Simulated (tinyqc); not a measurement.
# Chemical-mechanical planarisation: Preston law, pattern density and step-height reduction, step by step

A worked calculation. Computed by tinyqc, a small Python program that keeps every step. Command: `OMP_NUM_THREADS=1 python tinyqc.py 3000286 3000287 out.jsonl cmp walk`. One thread of a shared host (Intel(R) Xeon(R) Processor @ 2.30GHz), about 0.01 s of CPU time with the checks. Intermediate numbers are printed to about 7 digits and carried at full precision; extremes and crossings named in words are read from the listed rows.

A row of 12 cells, repeated periodically, holds raised features that cover a share rho of each cell.

Inputs (values chosen for the exercise, close to those used for oxide polishing): Preston coefficient K = 2.8e-13 1/Pa; pressure P = 24 kPa; platen and carrier speed = 60 rpm; distance between the centres = 18 cm; initial step height h0 = 240 nm; contact height h_c = 74 nm; film above the raised areas z0 = 560 nm; cell size = 0.86 mm; planarisation length = 1.6 mm; polish time t = 28 s.

local pattern densities, cell by cell: [0.7, 0.8, 0.1, 0.25, 0.2, 0.4, 0.4, 0.4, 0.1, 0.3, 0.1, 0.25]

## Blanket rate

With equal rotation speeds the relative speed is uniform, v = omega r_c; Preston rate R0 = K P v.

relative speed v = 1.130973 m/s

blanket rate R0 = 7.600141 nm/s

## Effective density

The stiff pad averages the density: rho_eff(i) = sum_j w_ij rho_j / sum_j w_ij, w = exp(-2 d^2/L^2), L the planarisation length and d the distance between cell centres, summed over all periodic images of cell j.

normalised weights (images included) for cells 0, 1, 2, ... apart: [0.4288629, 0.2406455, 0.0425163, 0.0023651, 0.0000414, 0.0000002, 0.0000000]

effective densities: [0.5626985, 0.5576035, 0.3353869, 0.2330575, 0.2663217, 0.3440868, 0.3781258, 0.3223597, 0.2341711, 0.2070750, 0.2121133, 0.3470001]

Local densities span 0.1 to 0.8, effective ones 0.207 to 0.563.

## State at time t

While h > h_c only raised areas polish, at R0/rho_eff, until t_c = rho_eff (h0 - h_c)/R0. After that h = h_c exp(-(t - t_c)/tau), tau = rho_eff h_c/R0; low areas polish at R0 (1 - h/h_c) and raised areas at R0 [1 + (1 - rho_eff) h/(rho_eff h_c)]. Removed from raised areas after t_c: h0 - h_c + R0 (t - t_c) + (1 - rho_eff)(h_c - h); from low areas: R0 (t - t_c) - rho_eff (h_c - h). Film left = z0 less the removal from raised areas.

Cells:
```
cell    rho_eff   t_c (s)  step h (nm)  removed, raised (nm)  removed, low (nm)  film left on raised areas (nm)
1     0.5626985  12.29029     4.206809              315.9167            80.1235                        244.0833
2     0.5576035  12.17901     4.014881              317.2029            81.2178                        242.7971
3     0.3353869   7.32542     0.131723              372.2235           132.3553                        187.7765
4     0.2330575   5.09037     0.003052              396.8678           156.8709                        163.1322
5     0.2663217   5.81692     0.014255              388.8763           148.8905                        171.1237
6     0.3440868   7.51544     0.163612              370.1158           130.2794                        189.8842
7     0.3781258   8.25891     0.347181              361.8379           122.1850                        198.1621
8     0.3223597   7.04088     0.093148              375.3745           135.4676                        184.6255
9     0.2341711   5.11470     0.003237              396.6004           156.6036                        163.3996
10    0.2070750   4.52287     0.000649              403.1054           163.1061                        156.8946
11    0.2121133   4.63292     0.000903              401.8960           161.8969                        158.1040
12    0.3470001   7.57907     0.175504              369.4093           129.5848                        190.5907
```

range of film left across the row = 87.18877 nm

largest remaining step = 4.206809 nm

thinnest film left = 156.8946 nm

12 of 12 cells have reached contact. The cell with the lowest rho_eff has lost the most film from its raised areas.

## Local against global planarity over time

Times are multiples of h0/R0; the range is the largest minus the smallest removal from raised areas.

Steps and range (nm):
```
multiple     t (s)  largest step  smallest step  range across the row  mean removal from raised areas
0.10       3.15784      197.3484       124.0999               73.2484                         79.8933
0.20       6.31567      154.6968        30.4131              128.8834                        155.8548
0.30       9.47351      112.0451         6.3513              129.3111                        209.0969
0.45      14.21026       52.1242         0.6061              107.6630                        260.9876
0.60      18.94702       21.9566         0.0578               94.9054                        301.6632
0.80      25.26269        6.9332         0.0025               88.3795                        351.3890
1.00      31.57836        2.1893         0.0001               86.3069                        399.8260
1.30      41.05187        0.3885         0.0000               85.5195                        471.9713
1.70      53.68321        0.0387         0.0000               85.3666                        567.9973
```

Local steps shrink to 0.039 nm or less, but the range across the row reaches up to 129.3 nm among these rows and ends at 85.4 nm, against the limit (largest - smallest rho_eff) h0 = 85.3 nm: once flat, all cells polish alike and the difference stays. Evener density (dummy fill), a longer planarisation length or a smaller initial step reduces it. Caution: in the last rows the removal passes z0 somewhere, so they describe a thicker film than the one given.

Checks made by the program: volume removed per cell equals R0 t (relative difference below 1e-10).
